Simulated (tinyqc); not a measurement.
MOS capacitor with interface traps: C-V stretch-out, conductance peak and subthreshold swing: one step, computed by the program tinyqc.

Energies at the interface are counted from the valence band. psi > 0 means bending towards depletion, so the surface potential is -psi. Boltzmann statistics, full ionisation, no quantum confinement. Traps are neutral when filled up to E_n, with a sharp (zero-temperature) occupation.

Question. Substrate and insulator. N_c = 2 M_c (2 pi m_e k_B T/h^2)^(3/2) and N_v = 2 (2 pi m_h k_B T/h^2)^(3/2), masses in units of m_0. n_i = sqrt(N_c N_v) exp(-E_g/2 k_B T); E_F = E_g - k_B T ln(N_c/N); phi_B = (k_B T/e) ln(N/n_i); L_D = sqrt(eps_s eps_0 k_B T/(e^2 N)); C_ox = eps_ox eps_0/t_ox.

Inputs (values chosen for the exercise, modelled on germanium, with an insulator like SiO2):
```
quantity                     value   unit
gap E_g                      0.679     eV
electron mass m_e            0.221    m_0
valleys M_c                      4      -
hole mass m_h                0.342    m_0
dielectric constant eps_s       16      -
doping N                   2.4e+16  cm^-3
insulator constant eps_ox     3.93      -
insulator thickness t_ox       3.9     nm
temperature T                  200      K
```

Substrate: n-type. Trap spectrum: flat.

Constants: m_0 = 9.1093837015e-31 kg; k_B = 1.380649e-23 J/K; h = 6.62607015e-34 J s; k_B = 8.617333262e-05 eV/K; eps_0 = 8.8541878128e-12 F/m; e = 1.602176634e-19 C.

Give: k_B T; n_i; bulk E_F; phi_B; Debye length L_D; C_ox; effective density of states of the majority band.

Answer.

k_B T = 0.01723 eV

n_i = 1.097e+10 cm^-3

bulk E_F = 0.5848 eV

phi_B = 0.2516 V

Debye length L_D = 25.20 nm

C_ox = 0.8922 microF/cm^2

effective density of states of the majority band = 5.677e+18 cm^-3
